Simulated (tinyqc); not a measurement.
# Changing the NH4F added

Model: speciation in dilute and buffered hydrofluoric acid, oxide etch rate and bath loading. Computed by tinyqc, a small Python program. Command: `OMP_NUM_THREADS=1 python tinyqc.py 3121225 3121226 out.jsonl hfetch sweep`. One thread of a shared host (Intel(R) Xeon(R) Processor @ 2.30GHz), about 0.01 s of CPU time with the checks.

Concentrations stand for activities, NH4+ and Cl- are spectators, and water ionisation is neglected. H, F and HF2 denote the ions H+, F- and HF2-. The base temperature is 298 K.

Inputs (values chosen for the exercise, of the order of those for thermal oxide at room temperature):
```
quantity                            value            unit
HF added                            0.037           mol/L
HCl added                             0.3           mol/L
K1 = [H][F]/[HF]                 0.000696           mol/L
K2 = [HF2]/([HF][F])                 3.51           L/mol
K3 = [H2F2]/[HF]^2                   2.65           L/mol
rate constant of neutral HF k_a       8.5  nm L/(min mol)
rate constant of HF2 k_b               54  nm L/(min mol)
activation energy                    0.36              eV
temperature error                     1.2               K
oxide removed per wafer                11              nm
```

Constants: k_B = 8.617333262e-05 eV/K.

Method:
- Fluoride balance: [HF] + [F] + 2 [HF2] + 2 [H2F2] = HF added + NH4F added. Acid balance: [H] + [HF] + [HF2] + 2 [H2F2] = HF added + HCl added. For a trial [H], [HF] = [H][F]/K1, and the fluoride balance is a quadratic in [F].
- The root is refined to 1e-13 in pH = -log10 [H].
- Rate = k_a ([HF] + 2 [H2F2]) + k_b [HF2], an empirical two-term form.
- Time = oxide/rate; a temperature error changes the rate by exp((E_a/k_B)(1/298 - 1/(298 + error))) - 1.

One run for each value:
```
NH4F added (mol/L)  etch rate (nm/min)      pH  [HF2] (mol/L)  [HF] (mol/L)
0.0012                          0.3244  0.5245     8.6369e-06       0.03251
0.0025                          0.3354  0.5264     9.1947e-06       0.03347
0.0051                          0.3575  0.5302     1.0358e-05       0.03537
0.01                            0.3992  0.5374     1.2725e-05       0.03887
0.021                           0.4927  0.5542     1.8862e-05       0.04642
0.044                           0.6884  0.5914     3.5511e-05       0.06103
0.089                           1.0718  0.6750     8.5841e-05       0.08618
0.18                            1.8505  0.9170     3.3227e-04       0.12832
0.37                            4.0508  2.6035     2.6537e-02       0.16452
```

What does the table show?

Over the rows, etch rate (nm/min) rises from 0.324 to 4.05 (exponent d ln y / d ln x 0.046 between the first rows and 1.1 between the last); pH rises from 0.524 to 2.60; [HF2] (mol/L) rises from 8.64e-6 to 0.0265 (exponent d ln y / d ln x 0.085 between the first rows and 6.1 between the last).

Caution (rows 0.370): at ionic strengths above about 0.5 mol/L activities differ much from concentrations, so pH and rates are only indicative.
